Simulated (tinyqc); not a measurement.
CCD on RHF in the sto-3g basis, frozen core, for BeH2, spin multiplicity 1, step by step. One step of it, computed by the program tinyqc.

Problem. Orthogonalisation. S = U s U^T; symmetric (Loewdin) form X = U s^(-1/2) U^T, so that X^T S X = 1.

overlap S, lower triangle:
```
,1Be 1s,1Be 2s,1Be 2px,1Be 2py,1Be 2pz,2H 1s,3H 1s
1Be 1s,1.000000
1Be 2s,0.259517,1.000000
1Be 2px,0.000000,0.000000,1.000000
1Be 2py,0.000000,0.000000,0.000000,1.000000
1Be 2pz,0.000000,0.000000,0.000000,0.000000,1.000000
2H 1s,0.046784,0.389369,0.000000,0.470486,0.000000,1.000000
3H 1s,0.046784,0.389369,0.000000,-0.470486,0.000000,0.016777,1.000000
```

Give: eigenvalues of S; X.

Solution.

eigenvalues of S: 0.3262  0.4216  0.9522  1.0000  1.0000  1.6429  1.6570

X, lower triangle:
```
,1Be 1s,1Be 2s,1Be 2px,1Be 2py,1Be 2pz,2H 1s,3H 1s
1Be 1s,1.0286
1Be 2s,-0.1515,1.1795
1Be 2px,0.0000,0.0000,1.0000
1Be 2py,0.0000,0.0000,0.0000,1.2577
1Be 2pz,0.0000,0.0000,0.0000,0.0000,1.0000
2H 1s,0.0208,-0.2455,0.0000,-0.3444,0.0000,1.2035
3H 1s,0.0208,-0.2455,0.0000,0.3444,0.0000,-0.0666,1.2035
```
